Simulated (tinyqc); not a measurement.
Length of a molecular wire: coherent transport through a tight-binding bridge. Computed by the program tinyqc. T = Gamma_L Gamma_R |G_1n|^2 with the self-energies of semi-infinite chains.

A uniform bridge between two chains:

| parameter | value |
|---|---|
| site energy (eV) | 0.260000 |
| hopping in the bridge (eV) | 0.620000 |
| lead hopping (eV) | 1.510000 |
| couplings (eV) | 0.66, 0.92 |
| E (eV) | 0.490000 |

Transmission against length:

| sites | T | ln T |
|---|---|---|
| 2 | 8.4499e-01 | -0.1684 |
| 3 | 8.6430e-01 | -0.1458 |
| 4 | 8.6901e-01 | -0.1404 |
| 5 | 8.4115e-01 | -0.1730 |
| 6 | 8.8957e-01 | -0.1170 |
| 7 | 8.2882e-01 | -0.1878 |
| 8 | 8.9462e-01 | -0.1114 |
| 9 | 8.3286e-01 | -0.1829 |
| 10 | 8.8101e-01 | -0.1267 |

What does the comparison show, and why?

E lies inside the band of the bridge (|E - e|/2h = 0.185 < 1): T does not decay but oscillates with length, between 0.829 and 0.895 here, as levels of the bridge pass E.
